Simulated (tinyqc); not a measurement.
Anisotropic wet etching of Si(100): plane rates, V-grooves, membranes and undercut: one step, computed by the program tinyqc.

A long slot opens the mask on a (100) wafer. The floor etches at R100; (111) walls stand at theta = arctan(sqrt2) = 54.7356 degrees to the surface and recede at R111 along their normal.

Problem. Shape after the time t. A misaligned edge exposes ledges and adds R100 sin(misalignment) to the lateral rate (a simple estimate): u = R111/sin(theta) + R100 sin(misalignment). Top width W = w + 2 u t; floor width b = W - 2 z/tan(theta) = W - sqrt2 z. The floor lasts until b = 0, at t_V = w/(sqrt2 R100 - 2u); depth z = R100 t before t_V and W/sqrt2 after.

Inputs (values chosen for the exercise, close to those used for tetramethylammonium hydroxide solutions):
```
quantity                                                                  value     unit
bath temperature T                                                           45        C
width w (mask opening along <110>, or membrane width in the design step)    150       um
misalignment of the mask                                                      1  degrees
etch time t                                                                  10      min
```

R100 = 0.08122310 um/min

R111 = 0.002631810 um/min

Give: lateral rate u; time t_V to close the V; top width W; depth z; floor width b.

Solution.

lateral rate u = 0.004641 um/min

time t_V to close the V = 1421 min

top width W = 150.1 um

depth z = 0.8122 um

floor width b = 148.9 um

The floor remains; undercut per side is 0.0464 um, 5.71 % of the depth.
